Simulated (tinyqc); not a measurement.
# From one set of inputs to another, one input at a time

Model: interdiffusion in a binary couple: Darken equations, Kirkendall shift and Boltzmann-Matano analysis. Computed by tinyqc, a small Python program. Command: `OMP_NUM_THREADS=1 python tinyqc.py 3020671 3020672 out.jsonl darken ladder`. One thread of a shared host (Intel(R) Xeon(R) Processor @ 2.30GHz), about 0.1 s of CPU time with the checks.

x is the mole fraction of B; the molar volume is constant, and the two halves are long enough to count as infinite.

The inputs printed are set A. Inputs not listed in the table keep their values of set A, so the rows need not describe a real material.

Inputs (values chosen for the exercise, for a model alloy A-B):
```
quantity                            value   unit
tracer diffusivity D*_A(0)        1.8e-15  m^2/s
tracer diffusivity D*_B(0)        8.7e-16  m^2/s
slope k of ln D* with x              0.75      -
regular-solution parameter W       -0.031     eV
temperature T                        1050      K
left composition x_L                 0.14      -
right composition x_R                0.45      -
time t                              25000      s
composition x for the local step     0.26      -
```

Vacancy-wind correction: none.

Constants: k_B = 8.617333262e-05 eV/K.

Method:
- D*_i(x) = D*_i(0) exp(k x); thermodynamic factor Phi = 1 - 2 W x (1 - x)/(k_B T); intrinsic D_i = D*_i Phi; interdiffusion D~ = x D_A + (1 - x) D_B.
- With lambda = z/sqrt(t), the profile solves d/dlambda (D~ dx/dlambda) + (lambda/2) dx/dlambda = 0 with x = x_L and x_R far to the left and right; z = 0 is the original interface. It is solved as a boundary-value problem in y = lambda/sqrt(D~ at the mean composition) on -12 < y < 12 (collocation, tolerance 1e-8).
- Lattice planes move with v = (D_B - D_A) dx/dz; markers from the original interface stay at one composition, where z_K = 2 t v.

Each row keeps all changes above it; columns: (1) input moved; (2) from; (3) to; (4) marker position z_K (um); (5) interdiffusion coefficient D~ at the local x (m^2/s); (6) composition at the markers:
```
(1)                                     (2)      (3)      (4)         (5)      (6)
set A                                     -        -   -0.908  1.5293e-15  0.29043
tracer diffusivity D*_A(0) (m^2/s)  1.8e-15  8.5e-13  -58.027  3.0488e-13  0.25907
time t (s)                            25000    42000  -75.212  3.0488e-13  0.25907
regular-solution parameter W (eV)    -0.031     0.11  -50.672  1.4336e-13  0.24961
slope k of ln D* with x                0.75     -2.4  -33.244  6.3201e-14  0.23781
tracer diffusivity D*_B(0) (m^2/s)  8.7e-16  1.2e-12    6.091  3.1623e-13  0.27938
```

Which inputs carry the difference?

Marker position z_K goes from -0.908 to 6.09, +7 in all. The largest single move comes from tracer diffusivity D*_A(0) (-57.1), but it runs against the net change; the largest move in the direction of the net change is tracer diffusivity D*_B(0) (+39.3). Interdiffusion coefficient D~ at the local x goes from 1.53e-15 to 3.16e-13, a factor 207 in all. The largest single move comes from tracer diffusivity D*_A(0) (a factor 199), and slope k of ln D* with x works against it (a factor 0.441). Composition at the markers goes from 0.290 to 0.279, a factor 0.962 in all. The largest single move comes from tracer diffusivity D*_B(0) (a factor 1.17), but it runs against the net change; the largest move in the direction of the net change is tracer diffusivity D*_A(0) (a factor 0.892). The single moves hold for this order of the switches; the total does not depend on the order.

Extremes, crossings and ranges named in words are read from the listed rows.
